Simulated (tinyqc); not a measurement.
Crystallisation kinetics and data retention of a phase-change cell: one step of the calculation.

Johnson-Mehl-Avrami-Kolmogorov law X = 1 - exp(-y^n), y = integral of k dt, k = (1/100 s) exp[-(Ec q/kB)(1/T - 1/T1)].

Question. A heating ramp. T rises at the rate b. Start with y = k (kB Ta^2/(q Ec))/b, the integral from cold to Ta to leading order; over each step k is taken as exponential in T, so y gains (dT/b)(k2 - k1)/ln(k2/k1). dX/dt = n y^(n - 1) k exp(-y^n), listed as 0 once y^n exceeds 23.

Parameters, values chosen for the exercise; values of the order of Ge-Sb-Te and related chalcogenides: activation energy of crystallisation Ec = 1.91 eV; temperature at which the rate k is 1/(100 s) T1 = 460 K; Avrami exponent n = 4; heating rate b = 1 K/min; start of the ramp table Ta = 409 K; step of the table dT = 4 K; steps m = 10.

Constants: q = 1.602176634e-19 C, kB = 1.380649e-23 J/K. Results are converted to the units shown.

Give: T; k; y; X; dX/dt.

Answer.

```
point  T (K)    k (1/s)         y          X  dX/dt (1/s)
0        409  2.4583e-5  0.011132  1.5357e-8   1.3566e-10
1        413  4.1552e-5  0.018891  1.2736e-7    1.1205e-9
2        417  6.9528e-5  0.031934  1.0399e-6    9.0567e-9
3        421  1.1521e-4  0.053643  8.2802e-6    7.1133e-8
4        425  1.8909e-4  0.089430  6.3961e-5    5.4095e-7
5        429  3.0751e-4   0.14788  4.7806e-4    3.9756e-6
6        433  4.9561e-4   0.24246  0.0034500    2.8160e-5
7        437  7.9183e-4   0.39419   0.023855    1.8937e-4
8        441  0.0012544   0.63549    0.15049    0.0010939
9        445  0.0019707    1.0161    0.65554    0.0028482
10       449  0.0030714    1.6114    0.99882    6.0675e-5
```

Range of the model: One Arrhenius rate is assumed; incubation, growth from the boundary and the non-Arrhenius kinetics of the supercooled liquid are left out.

Numbers from tinyqc (`OMP_NUM_THREADS=1 python tinyqc.py 2490134 2490135 out.jsonl`; about 0.02 s on one thread of a shared Intel Xeon 2.30GHz).
